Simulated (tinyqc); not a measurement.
Comparisons within one model: band offset from the macroscopic average of a supercell potential. A value that a table varies takes the place of the one given here.

A model of the planar-averaged electrostatic energy of an electron in a periodic cell of N1 periods of A (L1 = N1 n1 h) and N2 periods of B (L2 = N2 n2 h), on z_j = j h: V(z) = f VA + (1 - f) VB + F t(z), VA = V1[0] + V1[1] cos(2 pi z/(n1 h)) + V1[2] cos(4 pi z/(n1 h)), VB the same with V2, n2 and z - L1. f = [tanh(z/w) - tanh((z - L1)/w) + tanh((z - L1 - L2)/w)]/2 + 1/2; t(z) = z - L1/2 in A and (L1/L2)(L1 + L2/2 - z) beyond, so that the cell is periodic.

Running mean over n points, periodic: for odd n the plain mean of the n points centred on j; for even n the n + 1 points with half weight at both ends. The macroscopic average applies the mean over n1 points and then over n2 points.

dEv = Ev(A) - Ev(B) = Ev1 - (dV + Ev2); dEc = Ec(B) - Ec(A) = Eg2 - Eg1 - dEv. The correction of a gap, c = Eg[1] - Eg[0], lowers the valence top by fv c and leaves dV, a ground-state quantity, as it is. Type I: dEv and dEc of one sign; II: opposite signs; III: no overlap of the gaps.

Values chosen for the exercise (gaps near those of Si and SiO2; the results hold for these values, not for the real material): h = 0.35 angstrom (grid step); n1 = 6 (grid points per period of A); n2 = 7 (grid points per period of B); V1 = (-9.44, 4.75, 0.58) eV (mean and two harmonics of the potential in A); V2 = (-10.16, 1.45, 0.41) eV (the same in B); w = 0.34 angstrom (width of the interfaces); N1 = 5 (periods of A); N2 = 4 (periods of B); F = 0 eV/angstrom (slope in A from opposite charges on the two interfaces); Ev1 = 2.09 eV (valence top of bulk A above its mean potential); Eg1 = (0.61, 1.13) eV (gap of A: semi-local value, corrected value); Ev2 = 0.42 eV (valence top of bulk B above its mean potential); Eg2 = (5.83, 9.2) eV (gap of B: semi-local value, corrected value).

## How thick the regions must be

N1 = N2 = N, no slope (F = 0); dV is read at j = floor(N n1/2) and N n1 + floor(N n2/2). The exact value is V2[0] - V1[0].

Results:

| N | L1 (angstrom) | dV (eV) | error (meV) |
|---|---|---|---|
| 1 | 2.10 | 0.1930 | 912.96 |
| 2 | 4.20 | -0.6257 | 94.34 |
| 3 | 6.30 | -0.7202 | -0.19 |
| 4 | 8.40 | -0.7200 | 0.00 |
| 5 | 10.50 | -0.7200 | 0.00 |
| 6 | 12.60 | -0.7200 | 0.00 |

What can be read from the table?

The error is below 10 meV from N = 3 on. The two windows together span 4.55 angstrom and must fit between the interface tails, which fall as exp(-2 z/w); the errors at N = 2, 3 and 4 are 94.34, -0.19 and 0.00 meV.

## The choice of windows

dV read at j = 15 and 44 after means over the numbers of points listed; ripple is the spread over the five points around each.

Results:

| windows | dV (eV) | ripple in A (meV) | ripple in B (meV) |
|---|---|---|---|
| none | 5.310 | 6255 | 2552 |
| 6 only | -0.545 | 0 | 185 |
| 7 only | -1.481 | 1142 | 0 |
| 7, 8 | -0.598 | 183 | 0 |
| 6, 7 | -0.720 | 0 | 0 |

Which rows can be used, and how does a wrong window show?

The last row matches both periods and lies 0 meV from the value of a thick cell, V2[0] - V1[0] = -0.720 eV. Against it the raw potential errs by +6.03 eV. No other row is within 20 meV of it. A window one point too long leaves a ripple of 1142 meV in A, against 0 meV in the last row: the ripple is the sign to look for. Rows to use, with under 30 meV of ripple in both regions once the tilt is taken off: 6, 7. A row with a large ripple can hit the right value only by chance.

## Where the gap correction goes

dV = B - A = -0.7200 eV

fv1 and fv2 are varied.

Offsets (eV):

| fv1 | fv2 | dEv | dEc |
|---|---|---|---|
| 0.0 | 0.0 | 2.390 | 5.680 |
| 0.5 | 0.5 | 3.815 | 4.255 |
| 1.0 | 1.0 | 5.240 | 2.830 |
| 0.0 | 1.0 | 5.760 | 2.310 |
| 1.0 | 0.0 | 1.870 | 6.200 |
| 0.3 | 0.7 | 4.593 | 3.477 |

How do the results move?

dEv + dEc = 8.070 eV in every row, but dEv alone spans 3.89 eV, the sum of the two corrections. A scissor on the conduction bands alone (first row) keeps the semi-local dEv; with equal shares fv the shift is fv times the difference of the corrections, +2.85 eV, against their sum of 3.89 eV: little of the error cancels even if the shares are alike.

Run: tinyqc, `OMP_NUM_THREADS=1 python tinyqc.py 1850132 1850133 out.jsonl`; Intel(R) Xeon(R) Processor @ 2.30GHz, one thread, shared host; about 0.01 s of CPU time with all checks.
